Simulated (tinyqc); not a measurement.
Short-channel transistor, virtual-source model with series resistance: two steps of the calculation.

The current per gate width is the charge at the top of the source barrier (the virtual source) times its velocity times a saturation function; al and be are fitting constants of the model. Units: I in uA/um, Rs in ohm um, so I Rs = 1e-6 I Rs in volts; Q in uC/cm^2, so I = 1e-4 Q vx0 Fsat with vx0 in cm/s.

Parameters, values chosen for the exercise:
```
symbol,value,unit,meaning
T,273,K,temperature
Cinv,1.11,uF/cm^2,inversion capacitance
vx0,1.71e7,cm/s,velocity at the virtual source
mu,140,cm^2/(V s),apparent mobility
L,65,nm,channel length
VT0,0.279,V,threshold at zero drain voltage
dl,0.023,V/V,drain-induced barrier lowering
n0,1.26,,subthreshold factor
nd,0.1,1/V,growth of n with drain voltage
al,3.5,,threshold shift (in units of Vt) from weak to strong inversion
be,1.6,,sharpness of saturation
Rs,150,ohm um,series resistance of each contact
Vgs,0.7,V,gate voltage
Vds,0.7,V,drain voltage
```

Constants: q = 1.602176634e-19 C, kB = 1.380649e-23 J/K, Vt = kB T/q. Results are converted to the units shown.

Question 1. Current through the series resistance. Intrinsic voltages Vg' = Vgs - I Rs, Vd' = Vds - 2 I Rs. n = n0 + nd Vd', VT = VT0 - dl Vd', Ff = 1/(1 + exp((Vg' - VT + al Vt/2)/(al Vt))), Q = Cinv n Vt ln(1 + exp((Vg' - VT + al Vt Ff)/(n Vt))), Vdsat = (vx0 L/mu)(1 - Ff) + Vt Ff, Fsat = u/(1 + u^be)^(1/be) with u = Vd'/Vdsat, and I(out) = Q vx0 Fsat per width. (Fsat takes the sign of u.) Newton step: I(new) = I + (I(out) - I)/(1 - s), s = dI(out)/dI by a central difference with +/- 0.001 uA/um.

I at the start = 0 uA/um

Find: Vg'; Vd'; VT; Ff; Q; Vdsat; Fsat; I(out); s; I after iteration 1.

Answer 1.

Vg' = 0.7000 V
Vd' = 0.7000 V
VT = 0.2629 V
Ff = 0.002993
Q = 0.4855 uC/cm^2
Vdsat = 0.7916 V
Fsat = 0.6079
I(out) = 504.6 uA/um
s = -0.2977
I after iteration 1 = 388.9 uA/um

Question 2. What the series resistance costs. n = n0 + nd Vd', VT = VT0 - dl Vd', Ff = 1/(1 + exp((Vg' - VT + al Vt/2)/(al Vt))), Q = Cinv n Vt ln(1 + exp((Vg' - VT + al Vt Ff)/(n Vt))), Vdsat = (vx0 L/mu)(1 - Ff) + Vt Ff, Fsat = u/(1 + u^be)^(1/be) with u = Vd'/Vdsat, and I = Q vx0 Fsat per width. I0 is the current for Rs = 0. Effective velocity I/Q; transit time L Q/I.

converged I = 390.82440 uA/um
I0 = 504.63655 uA/um

Give: loss against I0; effective velocity; transit time.

Answer 2.

loss against I0 = 22.55 %
effective velocity = 9.357e6 cm/s
transit time = 0.6947 ps

Numbers from tinyqc (`OMP_NUM_THREADS=1 python tinyqc.py 2380149 2380150 out.jsonl`; about 0.01 s on one thread of a shared Intel Xeon 2.30GHz).
